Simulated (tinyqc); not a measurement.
Pinning factor and decay constant from two barriers.

Inverse problem. phiB = S (phiM - chi) + (1 - S)(Eg - E0) with S = 1/(1 + (1/S0 - 1) exp(-be ti)). Find S0, S at the given thickness and be.

Parameters, values chosen for the exercise; semiconductor values close to those of 4H silicon carbide; interlayer mass of the order of that in silicon dioxide, offset chosen freely:
```
symbol  value  unit                                         meaning
Eg       3.16    eV                                        band gap
chi      3.47    eV                               electron affinity
E0        1.9    eV  charge-neutrality level above the valence band
phiM      3.8    eV                             metal work function
```

phiB at ti = 0, 0.5 nm (eV): 0.6462  0.47816786

Solution. Each barrier gives its S by linear interpolation between the pinned and the unpinned value; the ratio of the two values of 1/S - 1 is exp(be ti).

S0 = 0.660
S = 0.841
be = 2.00 1/nm

Computed by the program tinyqc: `OMP_NUM_THREADS=1 python tinyqc.py 2270023 2270024 out.jsonl`, one thread of a shared Intel Xeon 2.30GHz, about 0.02 s for the whole run.
